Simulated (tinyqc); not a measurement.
Inside a calculation. Method: Hartree-Fock atom on a uniform radial grid, spin-unpolarised, for Be(2+). Computed by tinyqc, a small Python program that keeps every step. Settings: Z = 4, points = 64, R = 7.3, functional = hf2, mixing = 0.6, iteration cap = 85. Command: `OMP_NUM_THREADS=1 python tinyqc.py 30134 30135 out.jsonl` (the two numbers bound the seeds that draw the settings). One thread of a shared host (Intel(R) Xeon(R) Processor @ 2.60GHz), about 0.01 s of CPU time with the checks. Later iterations appear only in the table of the cycle.

## Iteration 1

Spherical atom on a uniform radial grid r_j = j h with h = R/(N + 1), h sum u^2 = 1 and integrals as h times sums, u(0) = u(R) = 0 (atomic units):
```
parameter           value
Z                       4
points N               64
R                7.300000
h                0.112308
mixing           0.600000
electrons in 1s         2
```

Three-point differences turn -u''/2 + [l(l+1)/2r^2 - Z/r + V] u = e u into a tridiagonal matrix (diagonal 1/h^2 + potential, off-diagonal -1/2h^2). D = sum f u^2; the Hartree potential y/r solves y'' = -D/r with y(0) = 0, y(R) = N_e; for two electrons in one orbital exchange is -V_H/2 (Hartree-Fock); E = sum f e - int D V + int D (V_H/2 + eps_xc); V(new) = V + mixing (V_H + v_xc - V).

eigenvalues (hartree): [-7.632604]

Every 4th grid point:
```
r             V in     u(1s)         D       V_H       v_xc
0.449231  0.000000  1.203244  2.895591  4.091089  -2.045544
0.898462  0.000000  0.421800  0.355830  2.217039  -1.108519
1.347692  0.000000  0.110897  0.024596  1.483764  -0.741882
1.796923  0.000000  0.025917  0.001343  1.113006  -0.556503
2.246154  0.000000  0.005678  0.000064  0.890411  -0.445205
2.695385  0.000000  0.001194  2.85e-06  0.742009  -0.371005
3.144615  0.000000  0.000244  1.19e-07  0.636008  -0.318004
3.593846  0.000000  0.000049  4.79e-09  0.556507  -0.278253
4.043077  0.000000  0.000010  1.86e-10  0.494673  -0.247336
4.492308  0.000000  1.88e-06         0  0.445205  -0.222603
4.941538  0.000000  3.62e-07         0  0.404732  -0.202366
5.390769  0.000000  6.93e-08         0  0.371005  -0.185502
5.840000  0.000000  1.32e-08         0  0.342466  -0.171233
6.289231  0.000000  2.48e-09         0  0.318004  -0.159002
6.738462  0.000000  4.59e-10         0  0.296804  -0.148402
7.187692  0.000000  4.95e-11         0  0.278253  -0.139127
```

total energy = -12.81871320 hartree

## Iteration 2

As before.

eigenvalues (hartree): [-6.187703]

Every 4th grid point:
```
r             V in     u(1s)         D       V_H       v_xc
0.449231  1.227327  1.208370  2.920316  4.012331  -2.006165
0.898462  0.665112  0.481858  0.464374  2.211615  -1.105808
1.347692  0.445129  0.146815  0.043109  1.483467  -0.741733
1.796923  0.333902  0.040058  0.003209  1.112992  -0.556496
2.246154  0.267123  0.010287  0.000212  0.890410  -0.445205
2.695385  0.222603  0.002542  0.000013  0.742009  -0.371005
3.144615  0.190802  0.000612  7.48e-07  0.636008  -0.318004
3.593846  0.166952  0.000144  4.17e-08  0.556507  -0.278253
4.043077  0.148402  0.000034  2.25e-09  0.494673  -0.247336
4.492308  0.133562  0.000008  1.19e-10  0.445205  -0.222603
4.941538  0.121420  1.76e-06         0  0.404732  -0.202366
5.390769  0.111301  3.97e-07         0  0.371005  -0.185502
5.840000  0.102740  8.90e-08         0  0.342466  -0.171233
6.289231  0.095401  1.98e-08         0  0.318004  -0.159002
6.738462  0.089041  4.31e-09         0  0.296804  -0.148402
7.187692  0.083476  5.17e-10         0  0.278253  -0.139127
```

total energy = -12.92269787 hartree

## Convergence

Stop when input and output potentials agree to 1e-7.

Course of the cycle (hartree):
```
iteration             E      e(1s)  largest |V(out) - V(in)|
1          -12.81871320  -7.632604                  3.65e+00
2          -12.92269787  -6.187703                  1.27e+00
3          -12.93607782  -5.666840                  4.40e-01
4          -12.93761575  -5.476616                  1.53e-01
5          -12.93778510  -5.406395                  5.36e-02
6          -12.93780360  -5.380218                  1.90e-02
7          -12.93780564  -5.370370                  6.92e-03
8          -12.93780587  -5.366634                  2.59e-03
9          -12.93780590  -5.365207                  9.94e-04
10         -12.93780590  -5.364658                  3.85e-04
11         -12.93780590  -5.364445                  1.49e-04
12         -12.93780590  -5.364363                  5.82e-05
13         -12.93780590  -5.364330                  2.29e-05
14         -12.93780590  -5.364318                  9.05e-06
15         -12.93780590  -5.364313                  3.58e-06
16         -12.93780590  -5.364311                  1.41e-06
17         -12.93780590  -5.364310                  5.60e-07
18         -12.93780590  -5.364310                  2.22e-07
19         -12.93780590  -5.364310                  8.80e-08
```

Converged in 19 iterations. A uniform grid resolves the cusp poorly: for a bare nucleus this grid gives 1s at -7.63260 against -Z^2/2 = -8 hartree. Before convergence this energy mixes input and output and is not variational, so it may rise towards its limit.
